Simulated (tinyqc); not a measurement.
p-i-n junction, non-linear Poisson equation by Newton steps: capacitance and field against bias.

One dimension, p side on the left, n side on the right; net doping C = -Na for x < 0, 0 for 0 < x < Li and +Nd beyond. The potential psi is counted from the intrinsic level, and the quasi-Fermi potentials are flat: 0 for holes and -V for electrons, so n = ni exp((psi + V)/Vt) and p = ni exp(-psi/Vt) (Boltzmann statistics, full ionisation, no current).

The Poisson equation d/dx(eps0 eps_r dpsi/dx) = -q (p - n + C) is solved on a mesh of more than 1000 nodes that ends in neutral material (psi_p = -Vt ln(Na/ni), psi_n = Vt ln(Nd/ni) - V). C_j = q d/dV of the integral of p over x, from the linearised equation. ni = sqrt(Nc Nv) exp(-Eg/(2 Vt)), Eg in volts. Depletion approximation: Vbi = Vt ln(Na Nd/ni^2), W = sqrt(2 eps0 eps_r (Vbi - V)(1/Na + 1/Nd)/q), xp = W Nd/(Na + Nd), xn = W Na/(Na + Nd), peak field 2 (Vbi - V)/W, capacitance eps0 eps_r/W. The last column applies it to an abrupt Na-Nd junction.

Values chosen for this exercise; band and dielectric values close to those of 4H silicon carbide:
```
symbol    value   unit                                       meaning
T           325      K                                   temperature
Eg         3.32     eV                                      band gap
eps_r      9.77                                relative permittivity
Nc      1.89e19  cm^-3        conduction-band density of states at T
Nv      2.84e19  cm^-3           valence-band density of states at T
Na       1.1e16  cm^-3                acceptor density of the p side
Nd       5.6e15  cm^-3                   donor density of the n side
Li         1900     nm  width of the undoped layer, from x = 0 to Li
```

Constants: q = 1.602176634e-19 C, kB = 1.380649e-23 J/K, Vt = kB T/q, eps0 = 8.8541878128e-14 F/cm where lengths are in cm. Results are converted to the units shown.

Result of one run:
```
peak |E| (kV/cm)	C_j (nF/cm^2)	1/C_j^2 (cm^4/uF^2)	eps0 eps_r/C_j (nm)	abrupt depletion C (nF/cm^2)
30.22	3.697	7.315e4	2340	6.308
```

Which bias of the p side against the n side V gave this result: 0.43, -1.98, -3.59, -4.39 or -5.2 V?

V = -3.59 V.

The whole series:
```
V (V)	peak |E| (kV/cm)	C_j (nF/cm^2)	1/C_j^2 (cm^4/uF^2)	eps0 eps_r/C_j (nm)	abrupt depletion C (nF/cm^2)
0.43	12.49	4.180	5.723e4	2070	10.26
-0.37	15.96	4.063	6.057e4	2129	8.906
-1.18	19.61	3.960	6.377e4	2184	7.966
-1.98	23.19	3.867	6.689e4	2237	7.280
-2.78	26.72	3.780	7.000e4	2289	6.745
-3.59	30.22	3.697	7.315e4	2340	6.308
-4.39	33.60	3.621	7.626e4	2389	5.951
-5.2	36.96	3.549	7.941e4	2438	5.644
-6	40.21	3.481	8.253e4	2485	5.384
```

With V going from 0.43 to -6 V, C_j falls from 4.18 to 3.48 nF/cm^2 and the peak field rises from 12.5 to 40.2 kV/cm. The slope of 1/C_j^2, read as N = 2/(q eps0 eps_r |slope|), gives 3.46e15 cm^-3 between the first two rows and 3.71e15 cm^-3 between the last two, against Na Nd/(Na + Nd) = 3.71e15 cm^-3; it is not a straight line, so no single doping describes it. At the end C_j goes as (Vbi - V)^(-0.20) with Vbi = 2.87 V, and it is 35 % below the abrupt depletion formula (at the first row 59 % below it).

tinyqc, about 0.1 s, one thread, Intel Xeon 2.30GHz (shared host): `OMP_NUM_THREADS=1 python tinyqc.py 2000169 2000170 out.jsonl`
